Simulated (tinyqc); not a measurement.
Inside a calculation. Method: coupled-perturbed Hartree-Fock on RHF in the sto-6g basis, for Li+, spin multiplicity 1. Computed by tinyqc, a small Python program that keeps every step (integrals from PySCF). Settings: charge = 1, multiplicity = 1, basis = sto-6g, method = RHF, energy threshold = 1e-10, iteration cap = 68, orthogonalisation = symmetric, start = atomic densities, DIIS depth = 6. Command: `OMP_NUM_THREADS=1 python tinyqc.py 28138 28139 out.jsonl` (the two numbers bound the seeds that draw the settings). One thread of a shared host (Intel(R) Xeon(R) Processor @ 2.60GHz), about 0.1 s of CPU time with the checks. The early iterations of the SCF are left out here.

## One-electron integrals

Geometry (angstrom):
```
atom        x        y        z
Li    0.00000  0.00000  0.00000
```

Basis sto-6g: exponents (1/bohr^2) and contraction coefficients of normalised primitives:
```
element  l (shell)   exponent  coefficient
Li           s (1)  167.17585      0.00916
Li           s (1)   30.65151      0.04936
Li           s (1)    8.57519      0.16854
Li           s (1)    2.94581      0.37056
Li           s (1)    1.14394      0.41649
Li           s (1)    0.47114      0.13033
Li           s (2)    6.59756     -0.01325
Li           s (2)    1.30583     -0.04699
Li           s (2)    0.40585     -0.03379
Li           s (2)    0.15615      0.25024
Li           s (2)    0.06781      0.59512
Li           s (2)    0.03108      0.24071
Li           p (3)    6.59756      0.00376
Li           p (3)    1.30583      0.03768
Li           p (3)    0.40585      0.17390
Li           p (3)    0.15615      0.41804
Li           p (3)    0.06781      0.42586
Li           p (3)    0.03108      0.10171
```

Overlap, kinetic and nuclear-attraction integrals over the contracted functions; the nuclear repulsion is the sum of Za Zb / Rab.

nuclear repulsion = 0 hartree

overlap S, order 1Li 1s, 1Li 2s, 1Li 2px, 1Li 2py, 1Li 2pz:
$$\begin{pmatrix}
1.00000 & 0.23574 & 0.00000 & 0.00000 & 0.00000 \\
0.23574 & 1.00000 & 0.00000 & 0.00000 & 0.00000 \\
0.00000 & 0.00000 & 1.00000 & 0.00000 & 0.00000 \\
0.00000 & 0.00000 & 0.00000 & 1.00000 & 0.00000 \\
0.00000 & 0.00000 & 0.00000 & 0.00000 & 1.00000
\end{pmatrix}$$

kinetic energy T (hartree), order 1Li 1s, 1Li 2s, 1Li 2px, 1Li 2py, 1Li 2pz:
$$\begin{pmatrix}
3.61674 & -0.11072 & 0.00000 & 0.00000 & 0.00000 \\
-0.11072 & 0.10652 & 0.00000 & 0.00000 & 0.00000 \\
0.00000 & 0.00000 & 0.32001 & 0.00000 & 0.00000 \\
0.00000 & 0.00000 & 0.00000 & 0.32001 & 0.00000 \\
0.00000 & 0.00000 & 0.00000 & 0.00000 & 0.32001
\end{pmatrix}$$

nuclear attraction V (hartree), order 1Li 1s, 1Li 2s, 1Li 2px, 1Li 2py, 1Li 2pz:
$$\begin{pmatrix}
-8.06714 & -0.82836 & 0.00000 & 0.00000 & 0.00000 \\
-0.82836 & -1.20005 & 0.00000 & 0.00000 & 0.00000 \\
0.00000 & 0.00000 & -1.19999 & 0.00000 & 0.00000 \\
0.00000 & 0.00000 & 0.00000 & -1.19999 & 0.00000 \\
0.00000 & 0.00000 & 0.00000 & 0.00000 & -1.19999
\end{pmatrix}$$

core Hamiltonian H = T + V (hartree), order 1Li 1s, 1Li 2s, 1Li 2px, 1Li 2py, 1Li 2pz:
$$\begin{pmatrix}
-4.45040 & -0.93908 & 0.00000 & 0.00000 & 0.00000 \\
-0.93908 & -1.09352 & 0.00000 & 0.00000 & 0.00000 \\
0.00000 & 0.00000 & -0.87998 & 0.00000 & 0.00000 \\
0.00000 & 0.00000 & 0.00000 & -0.87998 & 0.00000 \\
0.00000 & 0.00000 & 0.00000 & 0.00000 & -0.87998
\end{pmatrix}$$

## Two-electron integrals

Functions are numbered as in S; the eight-fold symmetry (ij|kl) = (ji|kl) = (kl|ij) leaves the list below.

Two-electron integrals (ij|kl) in chemists' order, unique and non-zero (hartree):
```
(11|11) 1.68125   (21|11) 0.24260   (21|21) 0.04451   (22|11) 0.39719
(22|21) 0.09028   (22|22) 0.29062   (31|31) 0.00944   (32|31) 0.01426
(32|32) 0.06424   (33|11) 0.39719   (33|21) 0.09028   (33|22) 0.29062
(33|33) 0.31312   (41|41) 0.00944   (42|41) 0.01426   (42|42) 0.06424
(43|43) 0.01688   (44|11) 0.39719   (44|21) 0.09028   (44|22) 0.29062
(44|33) 0.27937   (44|44) 0.31312   (51|51) 0.00944   (52|51) 0.01426
(52|52) 0.06424   (53|53) 0.01688   (54|54) 0.01688   (55|11) 0.39719
(55|21) 0.09028   (55|22) 0.29062   (55|33) 0.27937   (55|44) 0.27937
(55|55) 0.31312
```

## Orthogonalisation

S = U s U^T; symmetric (Loewdin) form X = U s^(-1/2) U^T, so that X^T S X = 1.

eigenvalues of S: [0.76426, 1.00000, 1.00000, 1.00000, 1.23574]

X, order 1Li 1s, 1Li 2s, 1Li 2px, 1Li 2py, 1Li 2pz:
$$\begin{pmatrix}
1.02173 & -0.12215 & 0.00000 & 0.00000 & 0.00000 \\
-0.12215 & 1.02173 & 0.00000 & 0.00000 & 0.00000 \\
0.00000 & 0.00000 & 1.00000 & 0.00000 & 0.00000 \\
0.00000 & 0.00000 & 0.00000 & 1.00000 & 0.00000 \\
0.00000 & 0.00000 & 0.00000 & 0.00000 & 1.00000
\end{pmatrix}$$

## Iteration 10 (converged): orbitals

converged F (hartree), order 1Li 1s, 1Li 2s, 1Li 2px, 1Li 2py, 1Li 2pz:
$$\begin{pmatrix}
-2.77575 & -0.70418 & 0.00000 & 0.00000 & 0.00000 \\
-0.70418 & -0.34733 & 0.00000 & 0.00000 & 0.00000 \\
0.00000 & 0.00000 & -0.09591 & 0.00000 & 0.00000 \\
0.00000 & 0.00000 & 0.00000 & -0.09591 & 0.00000 \\
0.00000 & 0.00000 & 0.00000 & 0.00000 & -0.09591
\end{pmatrix}$$

Diagonalise F' = X^T F X, C = X C', fill 1 alpha and 1 beta electrons from the bottom; D = 2 C_occ C_occ^T. Each column has its largest component positive (the first on a tie).

F' = X^T F X (hartree):
$$\begin{pmatrix}
-2.72708 & -0.35584 & 0.00000 & 0.00000 & 0.00000 \\
-0.35584 & -0.22823 & 0.00000 & 0.00000 & 0.00000 \\
0.00000 & 0.00000 & -0.09591 & 0.00000 & 0.00000 \\
0.00000 & 0.00000 & 0.00000 & -0.09591 & 0.00000 \\
0.00000 & 0.00000 & 0.00000 & 0.00000 & -0.09591
\end{pmatrix}$$

orbital energies (hartree): MO1 -2.77676, MO2 -0.17855, MO3 -0.09591, MO4 -0.09591, MO5 -0.09591

coefficients C, order 1Li 1s, 1Li 2s, 1Li 2px, 1Li 2py, 1Li 2pz:
$$\begin{pmatrix}
0.99502 & -0.26227 & 0.00000 & 0.00000 & 0.00000 \\
0.02031 & 1.02880 & 0.00000 & 0.00000 & 0.00000 \\
0.00000 & 0.00000 & 1.00000 & 0.00000 & 0.00000 \\
0.00000 & 0.00000 & 0.00000 & 1.00000 & 0.00000 \\
0.00000 & 0.00000 & 0.00000 & 0.00000 & 1.00000
\end{pmatrix}$$

D after iteration 10, order 1Li 1s, 1Li 2s, 1Li 2px, 1Li 2py, 1Li 2pz:
$$\begin{pmatrix}
1.98012 & 0.04041 & 0.00000 & 0.00000 & 0.00000 \\
0.04041 & 0.00082 & 0.00000 & 0.00000 & 0.00000 \\
0.00000 & 0.00000 & 0.00000 & 0.00000 & 0.00000 \\
0.00000 & 0.00000 & 0.00000 & 0.00000 & 0.00000 \\
0.00000 & 0.00000 & 0.00000 & 0.00000 & 0.00000
\end{pmatrix}$$

Within a degenerate level the vectors are fixed only up to a rotation; this is one choice.

## Convergence

Stop when the energy changes by less than 1e-10 hartree and every element of the error matrix X^T (F D S - S D F) X is below 3e-06.

Course of the cycle:
```
iteration  E (hartree)     change  largest element of the error matrix
1           -5.5038331          -                             2.64e-02
2           -7.2193831  -1.72e+00                             9.42e-02
3           -7.2200373  -6.54e-04                             7.68e-02
4           -7.2201149  -7.77e-05                             7.45e-02
5           -7.2201561  -4.12e-05                             7.32e-02
6           -7.2201835  -2.73e-05                             7.24e-02
7           -7.2202037  -2.03e-05                             7.17e-02
8           -7.2213337  -1.13e-03                             1.39e-04
9           -7.2213337  -4.25e-09                             1.23e-07
10          -7.2213337  -8.88e-16                             6.04e-08
```

PySCF RHF in the same basis = -7.2213337 hartree

Converged in 10 iterations.

## Integrals over molecular orbitals

(pq|rs) = sum C_ip C_jq C_kr C_ls (ij|kl), one index at a time.

one-electron integrals over orbitals h = C^T H C (hartree):
$$\begin{pmatrix}
-4.44457 & 0.18222 & 0.00000 & 0.00000 & 0.00000 \\
0.18222 & -0.95677 & 0.00000 & 0.00000 & 0.00000 \\
0.00000 & 0.00000 & -0.87998 & 0.00000 & 0.00000 \\
0.00000 & 0.00000 & 0.00000 & -0.87998 & 0.00000 \\
0.00000 & 0.00000 & 0.00000 & 0.00000 & -0.87998
\end{pmatrix}$$

Two-electron integrals over orbitals (pq|rs), unique and non-zero (hartree):
```
(11|11) 1.66781    (21|11) -0.18222   (21|21) 0.03134    (22|11) 0.40478
(22|21) -0.00990   (22|22) 0.28319    (31|31) 0.00995    (32|31) 0.01340
(32|32) 0.06094    (33|11) 0.39701    (33|21) -0.00564   (33|22) 0.28621
(33|33) 0.31312    (41|41) 0.00995    (42|41) 0.01340    (42|42) 0.06094
(43|43) 0.01688    (44|11) 0.39701    (44|21) -0.00564   (44|22) 0.28621
(44|33) 0.27937    (44|44) 0.31312    (51|51) 0.00995    (52|51) 0.01340
(52|52) 0.06094    (53|53) 0.01688    (54|54) 0.01688    (55|11) 0.39701
(55|21) -0.00564   (55|22) 0.28621    (55|33) 0.27937    (55|44) 0.27937
(55|55) 0.31312
```

## Response to a field: uncoupled start

dipole integrals <a|z|i> (bohr), order a2, a3, a4, a5:
$$\begin{pmatrix}
0.00000 \\
0.00000 \\
0.00000 \\
0.19150
\end{pmatrix}$$

Field along z; U_ai = -mu_ai / (e_a - e_i), alpha = -4 sum U_ai mu_ai.

uncoupled U, order a2, a3, a4, a5:
$$\begin{pmatrix}
0.00000 \\
0.00000 \\
0.00000 \\
-0.07143
\end{pmatrix}$$

uncoupled polarisability = 0.05472 bohr^3

## Coupled step 1

U_ai = -(mu_ai + sum_bj [4 (ai|bj) - (ab|ij) - (aj|bi)] U_bj) / (e_a - e_i); alpha = -4 sum U_ai mu_ai.

U after step 1, order a2, a3, a4, a5:
$$\begin{pmatrix}
0.00000 \\
0.00000 \\
0.00000 \\
-0.08121
\end{pmatrix}$$

polarisability = 0.06221 bohr^3

## Coupled step 2

As before.

U after step 2, order a2, a3, a4, a5:
$$\begin{pmatrix}
0.00000 \\
0.00000 \\
0.00000 \\
-0.08255
\end{pmatrix}$$

polarisability = 0.06324 bohr^3

## Coupled polarisability

Repeat until U stops changing; compare with -d2E/dF2.

Course of the coupled iterations:
```
step  alpha (bohr^3)
0            0.05472
1            0.06221
2            0.06324
3            0.06338
4            0.06340
5            0.06340
6            0.06340
7            0.06340
8            0.06340
```

coupled polarisability = 0.06340 bohr^3

finite-field check, fields of +/-0.001 au = 0.06340 bohr^3
